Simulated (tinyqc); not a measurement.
Trap density from two Hall measurements.

Problem. p-type body, charge-sheet picture, full ionisation (an idealisation for deep acceptors), Boltzmann statistics for free electrons. e = Ec - EF at the surface. psi = Eg - Vt ln(Nv/Na) - e; N_dep = sqrt(2 eps0 eps_r Na (psi - Vt)/q); n_f = sqrt(N_dep^2 + 2 eps0 eps_r Vt Nc exp(-e/Vt)/q) - N_dep; Vg = Vfb + psi + q (N_dep + n_t + n_f)/Cox, Cox = eps0 eox/tox. Find e and n_t at both points and the mean trap density between them.

Values chosen for this exercise; band and dielectric values close to those of 4H silicon carbide:

| symbol | value | unit | meaning |
|---|---|---|---|
| T | 300 | K | temperature |
| Eg | 3.21 | eV | band gap |
| eps_r | 9.77 |  | relative permittivity |
| Nc | 1.7e19 | cm^-3 | conduction-band density of states at T |
| Nv | 2.52e19 | cm^-3 | valence-band density of states at T |
| eox | 3.9 |  | relative permittivity of the insulator |
| tox | 50 | nm | insulator thickness |
| Na | 2e16 | cm^-3 | acceptor density |
| Vfb | -2.12 | V | flat-band voltage without trapped charge |

Constants: q = 1.602176634e-19 C, kB = 1.380649e-23 J/K, Vt = kB T/q, eps0 = 8.8541878128e-14 F/cm where lengths are in cm. Results are converted to the units shown.

Vg (V): [2.9399391, 4.2921400]
free sheet density from the Hall effect (cm^-2): [3.6178353e9, 1.7883814e11]

Answer. Each n_f fixes e; what the gate voltage holds beyond psi, N_dep and n_f is trapped; the difference quotient is the density, smeared over a few Vt.

e (eV): [0.174, 0.0700]
n_t (cm^-2): [1.67e11, 5.16e11]
mean trap density = 3.35e12 cm^-2 eV^-1

Program tinyqc, `OMP_NUM_THREADS=1 python tinyqc.py 2222080 2222081 out.jsonl`; Intel Xeon 2.30GHz, shared host, one thread, about 0.02 s.
